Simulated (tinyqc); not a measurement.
Matthiessen's rule against the full average: mobility of a non-polar semiconductor in the relaxation-time approximation. Computed by tinyqc, a small Python program. Command: `OMP_NUM_THREADS=1 python tinyqc.py 3018610 3018611 out.jsonl rta walk`. One thread of a shared host (Intel(R) Xeon(R) Processor @ 2.30GHz), about 0.01 s of CPU time with the checks.

Each valley is treated as a sphere of mass m_d for states and rates, with one isotropic relaxation time; the conductivity mass m_c sets the current.

Inputs (values chosen for the exercise, modelled on electrons in germanium): longitudinal mass m_l = 1.59 m_0; transverse mass m_t = 0.0825 m_0; equivalent valleys Z = 4; static permittivity eps_s = 16; density rho = 5323 kg/m^3; sound velocity v_l = 5320 m/s; acoustic deformation potential D_A = 12 eV; phonon energy hbar w = 33 meV; optical or intervalley deformation potential D_o = 5.2 1e8 eV/cm; final valleys Z_f = 3; carrier density n = 2.2e+14 1/cm^3; compensation ratio C = 0; temperature T = 100 K.

Band: parabolic. Impurity formula: Conwell-Weisskopf. Further scattering: none.

Constants: k_B = 8.617333262e-05 eV/K; m_0 = 9.1093837015e-31 kg; e = 1.602176634e-19 C; hbar = 1.054571817e-34 J s; eps_0 = 8.8541878128e-12 F/m; k_B = 1.380649e-23 J/K; hbar = 6.582119569e-16 eV s.

Method:
- m_d = (m_l m_t^2)^(1/3); 1/m_c = (1/m_l + 2/m_t)/3; Hall mass factor A = 3 K_m (K_m + 2)/(2 K_m + 1)^2, K_m = m_l/m_t; N_I = n (1 + C)/(1 - C).
- Parabolic band: E = hbar^2 k^2/(2 m), speed v = hbar k/m, states per spin, volume and energy g(E) = m k/(2 pi^2 hbar^2). Here m = m_d. Masses are multiplied by m_0 and all formulas are in SI units.
- The reduced Fermi level eta = E_F/(k_B T) solves n = 2 Z int g f dE with f = 1/(1 + exp(x - eta)) (Z = 1 unless valleys are given); screening length L_s = sqrt(eps_s eps_0 k_B T/(e^2 dn/deta)), dn/deta = 2 Z int g f (1 - f) dE.
- Integrals over x = E/(k_B T) use 160 Gauss-Legendre points in u = sqrt(x) from 0 to sqrt(max(eta, 0) + 32).
- Phonon occupation N_q = 1/(exp(hbar w/(k_B T)) - 1).
- Acoustic deformation potential (elastic, equipartition, absorption and emission together): 1/tau = 2 pi k_B T D_A^2 g(E)/(hbar rho v_l^2).
- Optical or intervalley deformation potential: 1/tau = (pi Z_f D_o^2/(rho w)) [N_q g(E + hbar w) + (N_q + 1) g(E - hbar w)], with g = 0 below the band edge.
- Each optical term is multiplied by (1 - f(E'))/(1 - f(E)), E' the final energy, for Pauli blocking.
- Singly charged impurities, momentum relaxation: 1/tau = N_I e^4 m (1 + 2 alpha E) Phi/(8 pi (eps_s eps_0)^2 hbar^3 k^3), with alpha = 0 for a parabolic band.
- Conwell-Weisskopf: Phi = ln(1 + y^2), y = 4 pi eps_s eps_0 E N_I^(-1/3)/e^2 (largest impact parameter N_I^(-1/3)/2).
- mu = (m_d/m_c) (2 Z e/(3 n k_B T)) int g v^2 tau f (1 - f) dE.
- Averages over x are split at the emission threshold x_0 = hbar w/(k_B T): 64 Gauss-Legendre points in sqrt(x) below it and 128 in sqrt(x - x_0) above it, up to x = max(eta, 0) + 32.
- Rates are added at each energy before the average. With <y> = int g v^2 y f (1 - f) dE: Hall factor r_H = A (3 n k_B T/(2 Z m_d)) <tau^2/(1 + 2 alpha E)>/<tau>^2 (alpha = 0 for a parabolic band); Hall mobility r_H mu; |S| = (k_B/e) (<x tau>/<tau> - eta); resistivity 1/(n e mu).
- Matthiessen's rule adds 1/mu of the separate processes.

acoustic mobility = 26471.7 cm^2/(V s)

optical mobility = 458641 cm^2/(V s)

ionised impurity mobility = 1.89280e+06 cm^2/(V s)

drift mobility mu = 22960.9 cm^2/(V s)

Separate mobilities:
```
process           mu (cm^2/(V s))  share of the sum of 1/mu (%)
acoustic               2.6472e+04                        93.309
optical                4.5864e+05                         5.386
ionised impurity       1.8928e+06                         1.305
```

mobility by Matthiessen's rule = 24701 cm^2/(V s)

excess of Matthiessen's rule over the full mu = 7.5769 %

What follows from these numbers?

The rule gives 24700 against the full 22960, 7.6 % too high; it can only overestimate, since each separate average is carried by the energies where that process is weak. The largest shares are acoustic (93 %) and optical (5 %). Caution: n is taken as given; at low temperature (in diamond even at 300 K) real dopants can freeze out, which changes n and N_I.

Extremes, crossings and ranges named in words are read from the listed rows.
